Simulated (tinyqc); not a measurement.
Single-junction solar cell, detailed-balance limit: one step of the calculation.

Every photon above the gap Eg makes one pair and none below is absorbed; carriers thermalise at T and move without loss. Jsc = q fs X Phi(Eg, Ts); the dark current is J0 = q ge Phi(Eg, T)/ERE with the Boltzmann factor exp(V/Vt). The efficiency is the electrical power over fs X sigma Ts^4.

Task. Maximum power point by Newton steps. With v = V/Vt the power is largest where f = (1 + v) exp(v) - 1 - Jsc/J0 vanishes; f' = (2 + v) exp(v), v(new) = v - f/f'.

v after iteration 1 = 70.987000
Jsc = 1734.9838 mA/cm^2
J0 = 9.7451621e-29 mA/cm^2

Give: f; f'; v after iteration 2.

Result.

f = 4.681e32
f' = 4.926e32
v after iteration 2 = 70.04

Numbers from tinyqc (`OMP_NUM_THREADS=1 python tinyqc.py 2820010 2820011 out.jsonl`; about 0.01 s on one thread of a shared Intel Xeon 2.30GHz).
